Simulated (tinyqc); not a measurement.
Reverse leakage of an n+-p junction: diffusion, generation, trap-assisted and band-to-band tunnelling: one step of the calculation.

One-sided abrupt junction in the depletion approximation, x from the junction (0) to W on the p side, field F = F0 (1 - x/W). Flat quasi-Fermi levels, long p side. Traps generate through SRH with both lifetimes shortened by 1 + Gamma (Hurkx enhancement, form for moderate fields); band-to-band generation is local and needs a total bending above Eg.

Problem. Field, scales and diffusion current. ni = sqrt(Nc Nv) exp(-Eg/(2 Vt)), Eg in volts; Vbi = Vt ln(Na Nd/ni^2); W = sqrt(2 eps0 eps_r (Vbi + VR)/(q Na)); F0 = 2 (Vbi + VR)/W; FG = sqrt(24 mt m0 (kB T)^3)/(q hbar); J_diff = q ni^2 sqrt(Dn/tau)(1 - exp(-VR/Vt))/Na.

Inputs (values chosen for the exercise); band and dielectric values close to those of silicon: temperature T = 350 K; band gap Eg = 1.1 eV; relative permittivity eps_r = 11.7; conduction-band density of states at T Nc = 3.53e19 cm^-3; valence-band density of states at T Nv = 3.38e19 cm^-3; acceptor density of the lighter side Na = 5.4e17 cm^-3; donor density of the heavier side Nd = 1e19 cm^-3; SRH lifetime of both carriers at zero field tau = 1e-9 s; tunnelling mass mt = 0.27 m0; electron diffusion coefficient on the lighter side Dn = 25 cm^2/s; reverse bias VR = 0.4 V.

Constants: q = 1.602176634e-19 C, kB = 1.380649e-23 J/K, hbar = 1.054571817e-34 J s, m0 = 9.1093837015e-31 kg, Vt = kB T/q, eps0 = 8.8541878128e-14 F/cm where lengths are in cm. Results are converted to the units shown.

Wanted: ni; Vbi; W; F0; FG; J_diff.

Solution.

ni = 4.156e11 cm^-3
Vbi = 0.9372 V
W = 56.59 nm
F0 = 472.6 kV/cm
FG = 483.0 kV/cm
J_diff = 8.104e-9 A/cm^2

tinyqc, about 0.01 s, one thread, Intel Xeon 2.30GHz (shared host): `OMP_NUM_THREADS=1 python tinyqc.py 2290104 2290105 out.jsonl`
